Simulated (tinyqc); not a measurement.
Switching kinetics of a ferroelectric film and the memory window of a ferroelectric gate stack: one step, computed by the program tinyqc.

Fields in MV/cm; 1 microcoulomb/cm^2 over eps_0 is 11.29409 MV/cm. In the stack (metal, ferroelectric, interlayer, channel) the channel is taken as a conductor.

Question. The hysteresis loop. Saturated branches: P(E) = P_s tanh[(E -/+ E_c)/(2 delta)], delta = E_c/ln[(1 + P_r/P_s)/(1 - P_r/P_s)]; D = P + eps_0 eps_F E.

Inputs (values chosen for the exercise, for a model hafnia-based film):
```
quantity                                 value               unit
saturation polarisation P_s                 25  microcoulomb/cm^2
ratio P_r/P_s                             0.74                  -
coercive field E_c                        0.94              MV/cm
permittivity of the ferroelectric eps_F     23                  -
```

Give: delta; P on both branches (microcoulomb/cm^2) at E/E_c = -3, -2, -1, -0.5, 0, 0.5, 1, 1.5, 2, 3; peak differential permittivity eps_F + P_s/(2 delta eps_0).

Answer.

delta = 0.4945 MV/cm

P on both branches (microcoulomb/cm^2) at E/E_c = -3, -2, -1, -0.5, 0, 0.5, 1, 1.5, 2, 3:
```
E (MV/cm)  rising branch  falling branch
-2.82             -24.98          -23.91
-1.88             -24.83          -18.50
-0.94             -23.91            0.00
-0.47             -22.27           11.06
0.00              -18.50           18.50
0.47              -11.06           22.27
0.94                0.00           23.91
1.41               11.06           24.57
1.88               18.50           24.83
2.82               23.91           24.98
```

peak differential permittivity eps_F + P_s/(2 delta eps_0) = 308.5
